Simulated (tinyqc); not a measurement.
# Surface potential of a MOS transistor: implicit equation and explicit approximations, step by step

tinyqc, about 0.01 s, one thread, Intel Xeon 2.30GHz (shared host): `OMP_NUM_THREADS=1 python tinyqc.py 2122181 2122182 out.jsonl` Printed values are rounded.

p-type body, charge-sheet picture, depletion and inversion only, full ionisation (an idealisation for deep acceptors), Boltzmann statistics (rough once Na exp(x - xn) passes about Nc/7). In units of Vt: xg = (Vg - Vfb)/Vt, x = psi/Vt, G = gamma/sqrt(Vt), xn = (2 phiF + Vc)/Vt. The implicit equation is (xg - x)^2 = G^2 [x - 1 + exp(x - xn)] for x above about 3. Cox = eps0 eox/tox.

Inputs (values chosen for the exercise); band and dielectric values close to those of 4H silicon carbide: temperature T = 300 K; band gap Eg = 3.2 eV; relative permittivity eps_r = 9.59; conduction-band density of states at T Nc = 1.71e19 cm^-3; valence-band density of states at T Nv = 2.52e19 cm^-3; relative permittivity of the gate insulator (close to hafnium oxide) eox = 22.4; insulator thickness tox = 11 nm; acceptor density Na = 2.1e16 cm^-3; flat-band voltage Vfb = -0.6 V; channel-body voltage Vc = 0.5 V; gate-body voltage Vg = 2.82 V.

Constants: q = 1.602176634e-19 C, kB = 1.380649e-23 J/K, Vt = kB T/q, eps0 = 8.8541878128e-14 F/cm where lengths are in cm. Results are converted to the units shown.

## Scales

ni = sqrt(Nc Nv) exp(-Eg/(2 Vt)), Eg in volts; phiF = Vt ln(Na/ni); gamma = sqrt(2 q eps0 eps_r Na)/Cox; VT = Vfb + Vt (xn + G sqrt(xn - 1)).

phiF = 1.42172 V
gamma = 0.0419237 V^0.5
G = 0.260743
xn = 129.330
VT = 2.81980 V
xg = 132.292

## Explicit approximation

Depletion value a = 1 + [sqrt(G^2/4 + xg - 1) - G/2]^2; inversion value b = xn + ln[(xg - xn)^2/G^2 - xn + 1] and first guess y = min(a, b) - ln(1 + exp(-|a - b|)) if a > xn + 1, else b = y = a; one second-order correction with D = exp(y - xn), p = 2 (xg - y) + G^2 (1 + D), w = (xg - y)^2 - G^2 (y - 1 + D): z = y + 2 w/(p + sqrt(p^2 - 2 (2 - G^2 D) w)), or the Newton step z = y + w/p where the root is not real.

a = 129.338
b = 129.338
y = 129.338
p = 6.04421
w = -0.0685088
z = 129.326

The root of the implicit equation is x = 129.326; y misses it by 0.011 and z by -2.7e-9, in units of Vt.

## Starting value

x = a rounded to two decimals.

x at the start = 129.340

## Iteration 1: new x

D = exp(x - xn), f = (xg - x)^2 - G^2 (x - 1 + D), f' = -2 (xg - x) - G^2 (1 + D), x(new) = x - f/f'.

D = 1.01005
f = -0.0827078
f' = -6.03967
x after iteration 1 = 129.326

## Iteration 2: new x

As before.

D = 0.996311
f = 1.81119e-4
f' = -6.06612
x after iteration 2 = 129.326

## Course of the iteration

Stop when the step is below 1e-11, or after 60 iterations.

Course of the iteration:
```
iteration  x before the step      step
1                    129.340   -0.0137
2                    129.326   2.99e-5
3                    129.326  1.42e-10
4                    129.326         0
```

Converged in 4 iterations.

## Potential, charges and gate control

converged x = 129.326

psi = Vt x; N_dep = Cox Vt G sqrt(x - 1)/q; N_inv = (Cox Vt G/q) [sqrt(x - 1 + exp(x - xn)) - sqrt(x - 1)]; dpsi/dVg = 1/[1 + G^2 (1 + exp(x - xn))/(2 (xg - x))].

psi = 3.34334 V
N_dep = 8.59326e11 cm^-2
N_inv = 3.3295e9 cm^-2
dpsi/dVg = 0.977626

psi lies 0.0037 Vt below 2 phiF + Vc.
